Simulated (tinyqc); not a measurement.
Finnis-Sinclair potential for a bcc metal: fit to cohesion and elasticity, then vacancy, surfaces and structure: one step, computed by the program tinyqc. Command: `OMP_NUM_THREADS=1 python tinyqc.py 3113009 3113010 out.jsonl fsfit walk`. One thread of a shared host (Intel(R) Xeon(R) Processor @ 2.30GHz), about 0.01 s of CPU time with the checks.

E = (1/2) sum V(r) - A sqrt(rho), rho = sum phi(r), phi = (r - d)^2 for r < d, V = (r - c)^2 (c0 + c1 r + c2 r^2) for r < c. In bcc the 8 first neighbours lie at sqrt(3) a/2 and the 6 second at a; both cut-offs lie below the third shell; Omega = a^3/2; E is per atom and z the number of atoms in a shell. The four constants A, c0, c1, c2 are fitted to E_c, zero pressure, B and C12 - C44 alone, so C44 and C11 - C12 are not matched singly; defects are unrelaxed.

Task: Three linear equations for c0, c1, c2. With v_k = (r - c)^2 r^k the rows are (1/2) sum z v_k, (1/2) sum z r v_k' and (1/2) sum z r^2 v_k''. With rho1 = sum z r phi' and rho2 = sum z r^2 phi'' the right-hand sides are: -E_c + A sqrt(rho) (cohesion); A rho1/(2 sqrt(rho)) (zero pressure); 9 B Omega + A [rho2/(2 sqrt(rho)) - rho1^2/(4 rho^(3/2))] with B = (C11 + 2 C12)/3.

Inputs (values chosen for the exercise, modelled on vanadium):
```
quantity,value,unit
lattice constant a,3.04,angstrom
cohesive energy E_c,5.35,eV
target C11,228,GPa
target C12,119,GPa
pair cut-off c/a,1.26,-
```

rho = 12.96686 angstrom^2

A = 2.086525 eV/angstrom

rho1 = -72.83258 angstrom^2

rho2 = 221.7984 angstrom^2

Constants: 1 eV/angstrom^3 = 160.2176634 GPa.

Give: matrix; right-hand side.

Result:

matrix:
```
,c0,c1,c2
cohesion,7.61,20.80,57.09
pressure,-39.64,-89.43,-193.90
bulk modulus,110.90,94.07,-221.35
```

right-hand side (eV): [2.16, -21.10, 127.57]
